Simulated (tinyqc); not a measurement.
## Thermal resistances of a two-die stack

Inverse problem. Heat leaves through the lower die only, and the system is linear. Find the resistance R1 from the lower die to the coolant, R2 between the dies, and the rise of the upper die when both are powered.

Inputs (values chosen for the exercise): power of the lower die P1 = 12 W; power of the upper die P2 = 6.8 W.

rises of the lower and upper die with only the lower one powered (K): [3.12, 3.12]
rises of the lower and upper die with only the upper one powered (K): [1.768, 2.788]

Answer. With only the lower die powered no heat crosses R2, so both dies rise by P1 R1; the difference in the second test is P2 R2; rises add.

R1 = 0.260 K/W
R2 = 0.150 K/W
rise of the upper die = 5.91 K

Numbers from tinyqc (`OMP_NUM_THREADS=1 python tinyqc.py 2162059 2162060 out.jsonl`; about 0.02 s on one thread of a shared Intel Xeon 2.30GHz).
